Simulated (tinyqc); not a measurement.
Bias-temperature instability from a Gaussian distribution of capture and emission barriers: one step, computed by the program tinyqc.

Each trap has a capture time tau_0 exp(E_c/(k_B T)) under stress and an emission time tau_0 exp(E_e/(k_B T)) after it. E_c is Gaussian, and E_e = E_c + d with d Gaussian and independent. A trap counts as filled once t_s exceeds its capture time and as emptied once t_r exceeds its emission time.

Task: Lifetime. Demarcation energies E_s = k_B T ln(t_s/tau_0), E_r = k_B T ln(t_r/tau_0); mean barrier mu = mu_c - k_F F; z = (E_s - mu)/sigma_c; Phi is the standard normal distribution. Temperatures in kelvin are T(C) + 273.15. Solve V_max Phi(z) = criterion for t_s; the power-law extrapolation from the stress point is t_s (criterion/dV0)^(1/n); 1 year = 3.15576e7 s.

Inputs (values chosen for the exercise, for a model p-channel transistor): shift with all traps filled V_max = 110 mV; spread of capture barriers sigma_c = 0.36 eV; time constant tau_0 = 2e-09 s; temperature T = 25 C; stress time t_s = 2000 s; failure criterion = 30 mV.

mean barrier mu = 1.7675 eV

shift without recovery dV0 = 0.1818355 mV

time exponent n = 0.2301839

Constants: k_B = 8.617333262e-05 eV/K.

Give: log10 of the lifetime in s; log10 of the power-law estimate in s.

Result:

log10 of the lifetime in s = 17.50

log10 of the power-law estimate in s = 12.93

The power law gives a time shorter by 4.56 decades, since n falls as traps fill; ten years is log10 = 8.50. Caution: a lifetime this far beyond any test is a formal extrapolation of the Gaussian.
